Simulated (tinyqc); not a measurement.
Decay of LO phonons and the hot-phonon bottleneck in the cooling of electrons: one step, computed by the program tinyqc. Command: `OMP_NUM_THREADS=1 python tinyqc.py 3020055 3020056 out.jsonl hotphonon walk`. One thread of a shared host (Intel(R) Xeon(R) Processor @ 2.30GHz), about 0.01 s of CPU time with the checks.

n(E, T) = 1/(exp(E/(k_B T)) - 1) is the Bose occupation. Electrons have a temperature T_e; the LO modes within their reach share one occupation N; the decay products stay at the lattice temperature.

Problem. Spontaneous emission time. Froehlich coupling alpha = (e^2/(4 pi eps_0)) (1/eps_inf - 1/eps_s) k_0/(2 hbar omega), k_0 = sqrt(m* hbar omega/(hbar^2/(2 m_0))); emission time tau_sp = hbar/(2 alpha hbar omega); bottleneck ratio r = (n/N_m) tau/tau_sp.

Inputs (values chosen for the exercise, modelled on aluminium nitride):

| quantity | value | unit |
|---|---|---|
| LO energy hbar omega | 112 | meV |
| lattice temperature T | 300 | K |
| electron mass m* | 0.315 | m_0 |
| eps_inf | 4.77 | - |
| static dielectric constant eps_s | 8.6 | - |
| electron density n | 1.6e+18 | 1/cm^3 |
| density of LO modes that the electrons reach, N_m | 2.3e+19 | 1/cm^3 |

Decay channel: two equal phonons (Klemens).

phonon lifetime tau = 1.112078 ps

Constants: e^2/(4 pi eps_0) = 14.39964548 eV angstrom; hbar^2/(2 m_0) = 3.80998212 eV angstrom^2; hbar = 6.582119569e-16 eV s.

Give: alpha; emission time tau_sp; bottleneck ratio r.

Solution.

alpha = 0.5775

emission time tau_sp = 5.088 fs

bottleneck ratio r = 15.21

r compares the rate at which electrons exchange quanta with a mode to its decay rate. Exchange outruns decay, so a hot population builds up if the power is high enough. Caution: alpha is above 1/2, so hbar/tau_sp exceeds hbar omega and the emission time, a weak-coupling result, is only rough.
